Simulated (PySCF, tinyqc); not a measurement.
RKS/BLYP in the sto-6g basis, for H3+, spin multiplicity 1, step by step. The lowest restricted solution is unstable here: a spin-polarised one lies 0.0004 hartree lower (PySCF). One step of it, computed by the program tinyqc.

Question. Iteration 1: building the Kohn-Sham matrix. J_ij = sum D_kl (ij|kl); F = H + J + V_xc; E = tr D H + tr D J / 2 + E_xc + E_nn.

D at the start, lower triangle:
```
          1H 1s     2H 1s     3H 1s
1H 1s  0.876764
2H 1s  0.455838  0.236994
3H 1s  0.455590  0.236865  0.236736
```

core Hamiltonian H = T + V (hartree), lower triangle:
```
           1H 1s      2H 1s      3H 1s
1H 1s  -1.282981
2H 1s  -0.545593  -1.085977
3H 1s  -0.545411  -0.085740  -1.085908
```

Two-electron integrals (ij|kl) in chemists' order, unique and non-zero (hartree):
```
(11|11) 0.774999   (21|11) 0.195830   (21|21) 0.070306   (22|11) 0.393822
(22|21) 0.195830   (22|22) 0.774999   (31|11) 0.195755   (31|21) 0.047152
(31|22) 0.096472   (31|31) 0.070258   (32|11) 0.026214   (32|21) 0.008025
(32|22) 0.020059   (32|31) 0.008022   (32|32) 0.001117   (33|11) 0.393763
(33|21) 0.096496   (33|22) 0.208839   (33|31) 0.195755   (33|32) 0.020059
(33|33) 0.774999
```

nuclear repulsion = 1.02866252 hartree

V_xc (hartree), lower triangle:
```
           1H 1s      2H 1s      3H 1s
1H 1s  -0.452746
2H 1s  -0.119326  -0.334241
3H 1s  -0.119507  -0.015223  -0.335318
```

E_xc = sum of w rho eps_xc = -0.61323752 hartree

Give: Coulomb J; Kohn-Sham matrix F; total energy of this density.

Answer.

Coulomb J (hartree), lower triangle:
```
        1H 1s   2H 1s   3H 1s
1H 1s  1.2354
2H 1s  0.3518  0.8543
3H 1s  0.3516  0.0476  0.8540
```

Kohn-Sham matrix F (hartree), lower triangle:
```
         1H 1s    2H 1s    3H 1s
1H 1s  -0.5004
2H 1s  -0.3131  -0.5659
3H 1s  -0.3133  -0.0533  -0.5672
```

total energy of this density = -1.183132 hartree
